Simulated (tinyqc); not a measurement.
Worked calculation: Hueckel theory of the pi electrons, for the molecule Bc1ccc2ccccc2c1 (SMILES; centres numbered as the heavy atoms are written). One step of it, computed by the program tinyqc.

Problem. Orbitals. Diagonalise; E = alpha + x beta with beta < 0, so the largest x are filled first; degenerate levels share their electrons. P = sum n_i c_ri c_si; each orbital has its largest coefficient positive (the first on a tie).

Hueckel matrix in units of beta (H = alpha + beta A), lower triangle:
```
            1B        2C        3C        4C        5C        6C        7C        8C
1B   -1.000000
2C    0.700000  0.000000
3C    0.000000  1.000000  0.000000
4C    0.000000  0.000000  1.000000  0.000000
5C    0.000000  0.000000  0.000000  1.000000  0.000000
6C    0.000000  0.000000  0.000000  0.000000  1.000000  0.000000
7C    0.000000  0.000000  0.000000  0.000000  0.000000  1.000000  0.000000
8C    0.000000  0.000000  0.000000  0.000000  0.000000  0.000000  1.000000  0.000000
9C    0.000000  0.000000  0.000000  0.000000  0.000000  0.000000  0.000000  1.000000
10C   0.000000  0.000000  0.000000  0.000000  1.000000  0.000000  0.000000  0.000000
11C   0.000000  1.000000  0.000000  0.000000  0.000000  0.000000  0.000000  0.000000

           9C       10C       11C
9C   0.000000
10C  1.000000  0.000000
11C  0.000000  1.000000  0.000000
```

pi electrons, sum of z_r less the charge = 10

Give: x values; occupations; coefficients; charge and bond-order matrix P.

Solution.

x values: 2.3114  1.6548  1.3094  1.0392  0.6363  -0.5185  -0.7869  -1.1976  -1.3478  -1.7724  -2.3279

occupations: 2.0000  2.0000  2.0000  2.0000  2.0000  0.0000  0.0000  0.0000  0.0000  0.0000  0.0000

coefficients:
```
        MO1      MO2      MO3      MO4      MO5      MO6      MO7      MO8
1B   0.0534   0.1221  -0.0546   0.1352   0.0983  -0.4488  -0.4854   0.4432
2C   0.2527   0.4632  -0.1802   0.3937   0.2297  -0.3087  -0.1477  -0.1251
3C   0.2393   0.4147   0.1843   0.3529  -0.3127  -0.0177   0.5123   0.1324
4C   0.3005   0.2230   0.4216  -0.0269  -0.4287   0.3178  -0.2554  -0.0335
5C   0.4552  -0.0456   0.3677  -0.3809   0.0400  -0.1471  -0.3113  -0.0923
6C   0.2941  -0.2760   0.3800   0.0647   0.4356  -0.2952   0.3083  -0.3317
7C   0.2245  -0.4112   0.1299   0.4481   0.2372   0.3002   0.0687   0.4896
8C   0.2249  -0.4043  -0.2099   0.4011  -0.2847   0.1395  -0.3624  -0.2546
9C   0.2953  -0.2579  -0.4048  -0.0313  -0.4183  -0.3725   0.2165  -0.1847
10C  0.4576  -0.0225  -0.3201  -0.4336   0.0185   0.0536   0.1920   0.4758
11C  0.3073   0.2663  -0.3821  -0.0384   0.3901   0.4919  -0.0563  -0.2928

         MO9     MO10     MO11
1B    0.3118  -0.4442  -0.1531
2C   -0.1549   0.4901   0.2904
3C   -0.2421  -0.3344  -0.2524
4C    0.4812   0.1025   0.2972
5C   -0.4065   0.1527  -0.4394
6C    0.2253  -0.2790   0.2795
7C    0.1028   0.3419  -0.2113
8C   -0.3639  -0.3269   0.2123
9C    0.3877   0.2375  -0.2829
10C  -0.1586  -0.0941   0.4462
11C   0.2326  -0.2234  -0.3164
```

charge and bond-order matrix P, lower triangle:
```
          1B       2C       3C       4C       5C       6C       7C       8C
1B    0.0973
2C    0.3114   1.0373
3C    0.1407   0.5730   0.9712
4C   -0.0510  -0.0116   0.7333   1.0045
5C   -0.0978  -0.2264   0.0217   0.5495   0.9824
6C    0.0255   0.0069  -0.1749  -0.0029   0.5580   1.0019
7C    0.0771   0.1475  -0.0177  -0.1664   0.0150   0.7223   0.9868
8C    0.0007  -0.0002   0.1560   0.0002  -0.2411  -0.0002   0.6034   1.0000
9C   -0.0779  -0.1607   0.0177   0.0814  -0.0149  -0.3600   0.0131   0.7244
10C  -0.0352  -0.0072  -0.2353   0.0026   0.5151  -0.0016  -0.2390   0.0001
11C   0.2059   0.6887  -0.0440  -0.3510   0.0349   0.0782  -0.0296  -0.1696

         9C     10C     11C
9C   0.9870
10C  0.5527  1.0015
11C  0.0295  0.5616  0.9300
```
